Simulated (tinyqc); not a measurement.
Precursor delivery and alloy composition in metal-organic vapour-phase epitaxy: one step, computed by the program tinyqc.

Carrier gas leaves each bubbler saturated. Group-III species cross a boundary layer and react at the surface; element 2 can also desorb. The film is (1)_(1-x) (2)_x V with a zinc-blende cell.

Task: Molar flows. Temperatures in kelvin are T(C) + 273.15. Vapour pressure p_v = 10^(a - b/T); precursor flow = carrier flow x p_v/(p_b - p_v); 1 sccm = 44.615 micromol/min; V/III = hydride flow over the sum of both; gas share x_g = F2/(F1 + F2).

Inputs (values chosen for the exercise, close to those used for InGaP from TEGa and TMIn): source 1: a in log10(p/torr) = a - b/T = 8.08; source 1: b = 2162 K; source 1: bath temperature = 20 C; source 1: carrier flow = 16 sccm; source 2: a = 10.52; source 2: b = 3014 K; source 2: bath temperature = 19 C; source 2: carrier flow = 400 sccm; bubbler pressure p_b = 600 torr; group-V hydride flow = 21 sccm.

Give: vapour pressures; molar flows; V/III ratio; gas share x_g.

Result:

vapour pressures (torr): source 1 5.0692, source 2 1.5973

molar flows (micromol/min): F1 6.0823, F2 47.635

V/III ratio = 17.441

gas share x_g = 0.88677

The slope of F2 with the temperature of bath 2 is b ln(10)/T^2 x p_b/(p_b - p_v) = 8.2 % per kelvin.
